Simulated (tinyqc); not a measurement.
Random telegraph noise from one oxide trap in a small MOSFET: two steps of the calculation.

An acceptor-like trap exchanges electrons with the channel. Inversion charge Q = Cox u, u = n Vt W0(exp((Vg - VT)/(n Vt))), W0 the Lambert function, n = nf, Cox = eps0 eox/tox; linear regime Id = (W/L) mu Q Vd. Relative to threshold the surface potential rises by Vt ln(u/u0) and the oxide voltage by the rest of Vg - VT, with u0 = n Vt W0(1).

Inputs (values chosen for the exercise); values of the order met in silicon transistors: temperature T = 250 K; relative permittivity of the gate insulator (close to silicon dioxide) eox = 3.9; insulator thickness tox = 1.7 nm; depth of the trap from the channel interface xt = 0.28 nm; trap level above the channel Fermi level at threshold E0 = 0.18 eV; capture prefactor s0 = 4e-17 cm^2; capture barrier (lattice relaxation) EB = 0.54 eV; tunnelling decay length lt = 0.1 nm; thermal velocity vth = 1e7 cm/s; thickness of the inversion layer zi = 2.4 nm; threshold voltage VT = 0.24 V; body factor nf = 1.34; gate voltage Vg = 0.97 V.

Constants: q = 1.602176634e-19 C, kB = 1.380649e-23 J/K, Vt = kB T/q, eps0 = 8.8541878128e-14 F/cm where lengths are in cm. Results are converted to the units shown.

Problem 1. Trap level, time constants and occupancy. N = Cox u/q; dpsi = Vt ln(u/u0); E = E0 - dpsi - (xt/tox)(Vg - VT - dpsi); capture time tc = 1/[(N/zi) vth s0 exp(-xt/lt - EB/Vt)]; emission time te = tc exp(-E/Vt); occupancy te/(tc + te).

Wanted: u; N; dpsi; E; tc; te; occupancy.

Solution 1.

u = 0.64052 V
N = 8.1206e12 cm^-2
dpsi = 0.078993 V
E = -0.0062175 eV
tc = 93.435 s
te = 124.69 s
occupancy = 0.57165

The trap lies 0.29 Vt below the Fermi level, so it is filled 57.2 % of the time.

Problem 2. Lorentzian spectrum. Spectrum S(f) = 4 dI^2/{(tc + te)[(1/tc + 1/te)^2 + (2 pi f)^2]}; corner fc = (1/tc + 1/te)/(2 pi); variance dI^2 tc te/(tc + te)^2. Give S at f = 0, at fc and at 10 fc.

tc = 93.434780 s
te = 124.69447 s
dI = 63.238211 nA

Give: fc; S(0); S(fc); S(10 fc); rms current.

Solution 2.

fc = 0.002980 Hz
S(0) = 2.092e-13 A^2/Hz
S(fc) = 1.046e-13 A^2/Hz
S(10 fc) = 2.071e-15 A^2/Hz
rms current = 31.29 nA

The rms value is 0.495 of the step; it reaches its largest share, 1/2, when tc = te.

Range of the model: VT is taken as given; short-channel effects and the uneven flow of current among few electrons are left out.

Program tinyqc, `OMP_NUM_THREADS=1 python tinyqc.py 2710104 2710105 out.jsonl`; Intel Xeon 2.30GHz, shared host, one thread, about 0.01 s.
